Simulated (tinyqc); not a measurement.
Bias-temperature instability, empirical power law with universal recovery: one step of the calculation.

Threshold-voltage shift at the end of a stress: dV = A (V/V0)^g exp[-(Ea q/kB)(1/T - 1/T0)] (t/1 s)^n. After a delay tr the permanent share pp stays and the rest falls by r = 1/(1 + B (tr/t)^be). An empirical model: its parameters are fits, not properties.

Problem. Shift and lifetime at use conditions. The lifetime solves dV = dc; ten years are 3.15576e8 s.

Values chosen for this exercise:
- V0 = 1.3 V (reference stress voltage)
- T0 = 398 K (reference temperature)
- A = 15 mV (shift after 1 s at V0 and T0)
- n = 0.19 (time exponent)
- g = 2.9 (voltage exponent)
- Ea = 0.19 eV (apparent activation energy of the shift)
- V = 0.93 V (use voltage)
- T = 328 K (use temperature)
- dc = 30 mV (failure criterion)

Constants: q = 1.602176634e-19 C, kB = 1.380649e-23 J/K. Results are converted to the units shown.

Find: voltage factor; temperature factor; shift after ten years; lifetime; largest voltage for ten years.

Solution.

voltage factor = 0.3786
temperature factor = 0.3066
shift after ten years = 71.72 mV
lifetime = 0.1018 years
largest voltage for ten years = 0.6886 V

The device fails: the shift at ten years is above dc. In time the voltage exponent is g/n = 15.3 and the activation energy Ea/n = 1.00 eV.

Computed by the program tinyqc: `OMP_NUM_THREADS=1 python tinyqc.py 2070122 2070123 out.jsonl`, one thread of a shared Intel Xeon 2.30GHz, about 0.01 s for the whole run.
